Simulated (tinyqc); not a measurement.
# Double-gate transistor below threshold, two-dimensional Poisson equation on a small mesh: what changes with what

Half of a symmetric double-gate structure: row 0 is the mid-plane of the body, where the normal field vanishes. Mobile charge is neglected (subthreshold), the body is fully depleted, and potentials are counted from the intrinsic level; rows run upward to the gate, columns from source to drain.

Parameters, values chosen for the exercise; semiconductor permittivity made up:
```
symbol,value,unit,meaning
T,300,K,temperature
eps_r,14.9,,relative permittivity of the semiconductor
eox,22,,relative permittivity of the insulator
tb,5,nm,half the body thickness
tox,5.7,nm,insulator thickness
L,46,nm,channel length
Na,2.2e17,cm^-3,acceptor density of the depleted body
Vbi,0.5,V,potential of the source
Vfb,-0.04,V,gate offset
Vg,0,V,gate voltage
Vd,0.7,V,drain voltage
```

Constants: q = 1.602176634e-19 C, kB = 1.380649e-23 J/K, Vt = kB T/q, eps0 = 8.8541878128e-14 F/cm where lengths are in cm. Results are converted to the units shown.

Each table varies one quantity; the others keep the values above.

## Effect of the gate voltage

Mesh: rows i = 0..12 in the semiconductor (step hs = tb/12, row 12 on the interface), then 8 step(s) ho = tox/8 up to the gate row 20; columns j = 0..80 (step hy = L/80). Box integration, divided by eps0: up_i = eps hy/h of the interval above row i, dn_i = that of the interval below (0 for row 0), lat_i = (sum of eps h/2 over the intervals above and below)/hy, s_i = -q Na w_i hy/eps0 with w_i the semiconductor height of the box (hs/2 for row 0 and the interface row, hs between, 0 in the insulator). Each free node obeys (up + dn + 2 lat) psi = up psi(above) + dn psi(below) + lat [psi(left) + psi(right)] + s. Fixed values: gate row Vg - Vfb; column 0 at Vbi and the last column at Vbi + Vd in the semiconductor, each running linearly to Vg - Vfb across the insulator. The system is solved directly. On row 0 the minimum of psi and its place come from a parabola through the three lowest nodes; barrier = Vbi - minimum, swing = Vt ln 10/(d psi/dVg), DIBL = (d psi/dVd)/(d psi/dVg) there. Lambda = pi/k with k the smallest positive root of tan(k tox) tan(k tb) = eox/eps_r.

Results:

| Vg (V) | L/Lambda | barrier (V) | place y/L | swing (mV/decade) | DIBL (mV/V) |
|---|---|---|---|---|---|
| -0.2 | 2.413 | 0.6173 | 0.4525 | 63.13 | 19.85 |
| -0.04 | 2.413 | 0.4666 | 0.4426 | 63.24 | 18.44 |
| 0.04 | 2.413 | 0.3913 | 0.4357 | 63.33 | 17.53 |
| 0.12 | 2.413 | 0.3162 | 0.4268 | 63.47 | 16.42 |
| 0.2 | 2.413 | 0.2413 | 0.4147 | 63.68 | 15.03 |

Estimate the missing row, Vg = -0.12 V.

Computed row:

| Vg (V) | L/Lambda | barrier (V) | place y/L | swing (mV/decade) | DIBL (mV/V) |
|---|---|---|---|---|---|
| -0.12 | 2.413 | 0.5419 | 0.4480 | 63.18 | 19.20 |

With this row back in the table: As Vg goes from -0.2 to 0.2 V, the barrier falls from 0.617 to 0.241 V, the swing rises from 63.1 to 63.7 mV a decade and DIBL falls from 19.8 to 15.0 mV/V; the ideal swing is 59.5. The barrier top moves from y/L = 0.452 to 0.415, towards the source.

## Effect of the acceptor density of the depleted body

Same model as above.

Effect of the acceptor density of the depleted body:

| Na (cm^-3) | L/Lambda | barrier (V) | place y/L | swing (mV/decade) | DIBL (mV/V) |
|---|---|---|---|---|---|
| 0 | 2.413 | 0.4208 | 0.4388 | 63.29 | 17.93 |
| 5e17 | 2.413 | 0.4392 | 0.4401 | 63.28 | 18.10 |
| 1e18 | 2.413 | 0.4576 | 0.4413 | 63.26 | 18.27 |
| 2e18 | 2.413 | 0.4944 | 0.4437 | 63.23 | 18.59 |
| 3e18 | 2.413 | 0.5313 | 0.4458 | 63.21 | 18.89 |
| 5e18 | 2.413 | 0.6049 | 0.4496 | 63.16 | 19.43 |

As Na goes from 0 to 5e18 cm^-3, the barrier rises from 0.421 to 0.605 V, the swing stays near 63.2 mV a decade and DIBL rises from 17.9 to 19.4 mV/V; the ideal swing is 59.5. The barrier top moves from y/L = 0.439 to 0.450, towards the middle.

## Choice of the relaxation factor

Mesh: rows i = 0..2 in the semiconductor (step hs = tb/2, row 2 on the interface), then 2 step(s) ho = tox/2 up to the gate row 4; columns j = 0..5 (step hy = L/5). Sweeps go row by row from row 0, left to right, psi(new) = psi + omega (t - psi) with t the value that solves the node equation for the newest neighbours; free nodes start at zero; stop when the largest change is below 1e-7 V.

Choice of the relaxation factor:

| omega | sweeps |
|---|---|
| 1 | 67 |
| 1.1 | 55 |
| 1.2 | 44 |
| 1.3 | 34 |
| 1.4 | 22 |
| 1.5 | 25 |
| 1.6 | 31 |
| 1.7 | 45 |
| 1.8 | 70 |
| 1.9 | 142 |

Gauss-Seidel (omega = 1) takes 67 sweeps; the fewest, 22, are at omega = 1.4, and omega = 1.9 takes 142. The Jacobi matrix of this mesh has spectral radius rho = 0.9036, so theory puts the best factor at 2/(1 + sqrt(1 - rho^2)) = 1.40.

Numbers from tinyqc (`OMP_NUM_THREADS=1 python tinyqc.py 2480132 2480133 out.jsonl`; about 0.2 s on one thread of a shared Intel Xeon 2.30GHz).
